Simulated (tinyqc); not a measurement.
Worked calculation: electrons shared among three sets of ellipsoidal valleys. Values are carried at full precision from step to step, so a last printed digit may differ when a step is redone from the rounded ones.

Constants: hbar^2/2m0 = 3.80998211 eV angstrom^2; kB = 8.617333262e-05 eV/K.

Parameters, chosen for this exercise (masses and offsets near those of InP; mobilities are free inputs, held fixed; shifted at random, so the results belong to these values and not to a real crystal): ml = (0.077, 1.775, 1.245) m0 (longitudinal masses of Gamma, L, X); mt = (0.077, 0.136, 0.2647) m0 (transverse masses); M = (1, 4, 3) (valleys in each set); T = 77 K; dE = (0, 0.687, 0.795) eV (edges of Gamma, L, X above the first); n = 1.1e+17 1/cm^3 (total electron density); mu = (5400, 600, 260) cm^2/(V s) (mobility of each set).

## Masses of each set

One valley: m_d = (ml mt^2)^(1/3). Whole set: m_de = M^(2/3) m_d. Mean over three axes: 1/m_c = (1/ml + 2/mt)/3. Anisotropy K = ml/mt.

m_d, m_de, m_c (m0) and K of each set:
```
set       m_d    m_de     m_c      K
Gamma  0.0770  0.0770  0.0770   1.00
L      0.3202  0.8069  0.1965  13.05
X      0.4435  0.9225  0.3589   4.70
```

m_de/m_c is 1.00 for Gamma, 4.11 for L, 2.57 for X: many anisotropic valleys give many states at a light conductivity mass. m_c is the mean over three axes; a set that holds only some of the equivalent valleys conducts with a mass that depends on direction.

## Effective densities of states

N_i = M_i times N = 2 (m kB T/(4 pi c))^(3/2) with c = hbar^2/2m0, in 1/angstrom^3; times 1e24 for 1/cm^3, with m = (ml mt^2)^(1/3).

kT = 0.006635 eV

N_i (1/cm^3): Gamma 6.9721e+16, L 2.3650e+18, X 2.8913e+18

## Fermi level and populations

F_j(eta) = (1/Gamma(j + 1)) integral_0^infinity x^j dx/(1 + exp(x - eta)), which tends to exp(eta) for eta << 0.

Solve n = sum_i N_i F_1/2((EF - dE_i)/kT), energies from the edge of the first set.

EF = 0.0066 eV

eta_i: Gamma 1.00, L -102.53, X -118.81

n_i (1/cm^3): Gamma 1.10e+17, L 6.98e-27, X 7.28e-34

shares: Gamma 1.0000, L 0.0000, X 0.0000

Gamma holds most electrons (100.0 %). Boltzmann weights N_i exp(-dE_i/kT) would give L a share of 0.0000.

## Drift and Hall mobility of the mixture

With f_i the shares, mu_drift = sum f_i mu_i; low-field Hall mobility mu_H = sum f_i mu_i^2/mu_drift (scattering and anisotropy factors set to 1); the Hall density is n mu_drift/mu_H; rho = 1/(e n mu_drift), e = 1.602176634e-19 C.

mu_drift = 5400 cm^2/(V s)
mu_H = 5400 cm^2/(V s)
Hall density = 1.10e+17 1/cm^3
rho = 0.0105 ohm cm

A Hall measurement would read 100.0 % of the true density.

## Checks

- Share of L at n = 1e10 1/cm^3 against the Boltzmann weight: both 3.674e-44.

(tinyqc, `OMP_NUM_THREADS=1 python tinyqc.py 1650299 1650300 out.jsonl`, Intel(R) Xeon(R) Processor @ 2.30GHz, 1 thread, shared host, about 0.01 s.)
